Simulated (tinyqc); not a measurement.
Energy relaxation with and without hot phonons: decay of LO phonons and the hot-phonon bottleneck in the cooling of electrons. Computed by tinyqc, a small Python program. Command: `OMP_NUM_THREADS=1 python tinyqc.py 3022143 3022144 out.jsonl hotphonon walk`. One thread of a shared host (Intel(R) Xeon(R) Processor @ 2.30GHz), about 0.01 s of CPU time with the checks.

n(E, T) = 1/(exp(E/(k_B T)) - 1) is the Bose occupation. Electrons have a temperature T_e; the LO modes within their reach share one occupation N; the decay products stay at the lattice temperature.

Inputs (values chosen for the exercise, modelled on silicon carbide):
```
quantity                                             value    unit
LO energy hbar omega                                   119     meV
lifetime at T = 0, tau_0                               3.8      ps
weight b of the three-phonon channel                  0.05       -
lattice temperature T                                  150       K
electron mass m*                                     0.352     m_0
eps_inf                                               6.41       -
static dielectric constant eps_s                      9.58       -
electron density n                                 2.4e+18  1/cm^3
density of LO modes that the electrons reach, N_m  3.4e+18  1/cm^3
```

Decay channel: two equal phonons plus a three-phonon channel.

Constants: k_B = 8.617333262e-05 eV/K; c = 299792458 m/s; e^2/(4 pi eps_0) = 14.39964548 eV angstrom; hbar^2/(2 m_0) = 3.80998212 eV angstrom^2; hbar = 6.582119569e-16 eV s; e = 1.602176634e-19 C; k_B = 1.380649e-23 J/K.

Method:
- Decay rate 1/tau = (1/tau_0) [1 + 2 n_2 + b (1 + 3 n_3 + 3 n_3^2)]/(1 + b), n_2 = n(hbar omega/2), n_3 = n(hbar omega/3).
- Full width Gamma = 1/(2 pi c tau) in 1/cm, c in cm/s.
- Froehlich coupling alpha = (e^2/(4 pi eps_0)) (1/eps_inf - 1/eps_s) k_0/(2 hbar omega), k_0 = sqrt(m* hbar omega/(hbar^2/(2 m_0))); emission time tau_sp = hbar/(2 alpha hbar omega); bottleneck ratio r = (n/N_m) tau/tau_sp.
- Net emission per electron: [(N + 1) x - N]/tau_sp with x = exp(-hbar omega/(k_B T_e)), a simple two-level balance; steady state of the modes: n [(N + 1) x - N]/tau_sp = N_m (N - N_0)/tau; power per electron P = hbar omega [(N + 1) x - N]/tau_sp.
- P(T_e) = (hbar omega/tau_sp) [(N_0 + 1) x - N_0]/[1 + r (1 - x)], and r = 0 without hot phonons; energy relaxation time tau_E = (3/2) k_B (T_e - T)/P.

emission time tau_sp = 8.44491 fs

equilibrium LO occupation N_0 = 1.00420e-04

bottleneck ratio r = 309.405

phonon lifetime tau = 3.70160 ps

Cooling:
```
T_e (K)  P, cold phonons (nW)  P, hot phonons (nW)   ratio  tau_E (ps)           N
180                   0.82489            0.0026587  310.26      233.68  4.6478e-04
230                    5.3473             0.017269  309.64      95.937   0.0024671
300                    22.399             0.072887  307.30      42.620    0.010089
450                    104.72              0.35375  296.02      17.563    0.048580
650                    269.57              0.98587  273.43      10.503     0.13521
950                    527.50               2.2155  238.09      7.4780     0.30373
1450                   870.93               4.5592  191.03      5.9052     0.62491
2150                   1187.6               8.0444  147.63      5.1488      1.1026
```

What does the comparison show, and why?

Reabsorption cuts the loss by a factor 310 at the lowest T_e and 148 at the highest; the factor is 1 + r (1 - x) with r = 309. tau_E runs from 230 to 5.1 ps, with its shortest value, 5.1 ps, at T_e = 2150 K, against tau_sp = 8.4 fs and a phonon lifetime of 3.7 ps. For r (1 - x) much above 1 the loss tends to hbar omega (N_m/n)(n(hbar omega, T_e) - N_0)/tau, in which tau_sp no longer appears. Pauli blocking is left out, as are upper valleys and non-parabolic bands, which can matter above about 1000 K.

Extremes, crossings and ranges named in words are read from the listed rows.
